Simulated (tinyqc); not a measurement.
Metal-interlayer-semiconductor contact, depinning against tunnelling resistance: two steps of the calculation.

Zero bias, n-type semiconductor. Gap states at the semiconductor surface thin out as exp(-be ti), which unpins the barrier; electrons must then cross the interlayer (a rectangular barrier, no voltage drop across it) and the parabolic depleted layer, both by WKB. Energies E are counted from the Fermi level; no image force, parabolic bands.

Values chosen for this exercise; semiconductor values close to those of silicon; interlayer mass of the order of that in strontium titanate, offset chosen freely: temperature T = 300 K; band gap Eg = 1.09 eV; relative permittivity eps_r = 11.8; electron affinity chi = 4.13 eV; conduction-band density of states at T Nc = 2.8e19 cm^-3; tunnelling mass in the semiconductor mt = 0.196 m0; Richardson mass mA = 2.06 m0; donor density Nd = 3.5e18 cm^-3; charge-neutrality level above the valence band E0 = 0.37 eV; pinning factor without interlayer S0 = 0.27; metal work function phiM = 4.53 eV; interlayer thickness ti = 1.4 nm; conduction-band offset of the interlayer above the semiconductor dE = 0.17 eV; tunnelling mass in the interlayer mi = 0.6 m0; decay constant of gap states through the interlayer be = 5.1 1/nm.

Constants: q = 1.602176634e-19 C, kB = 1.380649e-23 J/K, eps0 = 8.8541878128e-12 F/m, hbar = 1.054571817e-34 J s, h = 6.62607015e-34 J s, m0 = 9.1093837015e-31 kg, Vt = kB T/q, hbar^2/(2 m0) = 0.0380998212 eV nm^2. Results are converted to the units shown.

Task 1. Pinning, barrier and scales. S = 1/(1 + (1/S0 - 1) exp(-be ti)); phiB = S (phiM - chi) + (1 - S)(Eg - E0); xi = Ec - EF deep inside, from Nd = Nc F(-xi/Vt), F(x) = (2/sqrt(pi)) int_0^infinity sqrt(u) du/(1 + exp(u - x)); band bending U = phiB - xi; E00 = (hbar/2) sqrt(Nd/(eps0 eps_r mt m0)) in volts; A = 4 pi q mA m0 kB^2/h^3.

Find: S; phiB; xi; U; E00; A.

Result 1.

S = 0.9979
phiB = 0.4007 eV
xi = 0.05262 eV
U = 0.3481 eV
E00 = 0.02284 eV
A = 247.6 A/(cm^2 K^2)

Task 2. Exponents and integrand on an energy grid. With U = phiB - xi: for xi < E < phiB, y = (E - xi)/U and G1 = (U/E00) [sqrt(1 - y) - y ln((1 + sqrt(1 - y))/sqrt(y))], G1 = 0 above phiB; G2 = 2 ti sqrt(mi max(phiB + dE - E, 0)/C), C = hbar^2/(2 m0); f = 1/(1 + exp(E/Vt)); integrand exp(-G1 - G2) f.

E, point 0 to 12 (eV): 0.06  0.09667  0.13333  0.17  0.20667  0.24333  0.28  0.31667  0.35333  0.39  0.42667  0.46333  0.5
phiB = 0.40068441 eV
xi = 0.052617207 eV
E00 = 0.022839799 eV

Give: G1; G2; f; integrand.

Result 2.

```
point	G1	G2	f	integrand (1e-9)
0	14.23	7.941	0.08941	0.021
1	10.98	7.650	0.02322	0.189
2	8.55	7.348	0.005724	0.713
3	6.55	7.034	0.001392	1.751
4	4.87	6.704	3.372e-4	3.181
5	3.44	6.357	8.170e-5	4.538
6	2.24	5.991	1.978e-5	5.243
7	1.27	5.600	4.788e-6	4.972
8	0.52	5.180	1.160e-6	3.861
9	0.05	4.723	2.807e-7	2.361
10	0.00	4.217	6.796e-8	1.002
11	0.00	3.641	1.646e-8	0.432
12	0.00	2.954	3.984e-9	0.208
```

tinyqc, about 0.04 s, one thread, Intel Xeon 2.30GHz (shared host): `OMP_NUM_THREADS=1 python tinyqc.py 2270154 2270155 out.jsonl`
